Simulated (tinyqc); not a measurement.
Absorption spectrum: gated graphene: carriers, quantum capacitance and optical conductivity.

Conductivity over sigma0 = e^2/(4 hbar): interband Re = sinh(E/2kT)/(cosh(mu/kT) + cosh(E/2kT)); intraband Re = (8 kT/pi) ln(2 cosh(mu/2kT)) Gm/(E^2 + Gm^2). A free sheet absorbs about pi alpha_f Re(sigma/sigma0), alpha_f the fine-structure constant (alpha among the constants).

Constants: kB = 8.617333262e-05 eV/K; fine-structure constant alpha = 0.007297352564.

Inputs chosen for the exercise (out of a larger set: Fermi velocity near that of graphene, gate dielectric near SiO2; not measured data): T = 77 K; Gm = 10 meV (intraband damping).

mu = -0.31381 eV

Results:

| E (eV) | interband | intraband | absorption (%) |
|---|---|---|---|
| 0.063 | 0.0000 | 0.9819 | 2.251 |
| 0.126 | 0.0000 | 0.2501 | 0.573 |
| 0.220 | 0.0000 | 0.0824 | 0.189 |
| 0.439 | 0.0000 | 0.0207 | 0.048 |
| 0.533 | 0.0008 | 0.0141 | 0.034 |
| 0.628 | 0.5073 | 0.0101 | 1.186 |
| 0.722 | 0.9992 | 0.0077 | 2.308 |
| 0.816 | 1.0000 | 0.0060 | 2.306 |
| 1.004 | 1.0000 | 0.0040 | 2.302 |
| 1.255 | 1.0000 | 0.0025 | 2.298 |
| 1.883 | 1.0000 | 0.0011 | 2.295 |

Give the missing row, E (eV) = 0.314.

Computed row:
```
E (eV)  interband  intraband  absorption (%)
0.314      0.0000     0.0405           0.093
```

The edge lies at 2|mu| = 0.628 eV and, for |mu| above about 3 kT (here 47.3), rises from 10 % to 90 % over about 8.8 kT = 0.058 eV. The absorption is lowest, 0.034 %, at 0.533 eV of those listed, between the Drude tail and the edge; at the last row it is 2.295 % against pi alpha_f = 2.293 %. The thin-sheet formula fails where the absorption is large, and trigonal warping matters above about 1.5 eV.

tinyqc: `OMP_NUM_THREADS=1 python tinyqc.py 1652278 1652279 out.jsonl`; about 0.01 s, one thread, shared Intel(R) Xeon(R) Processor @ 2.30GHz.
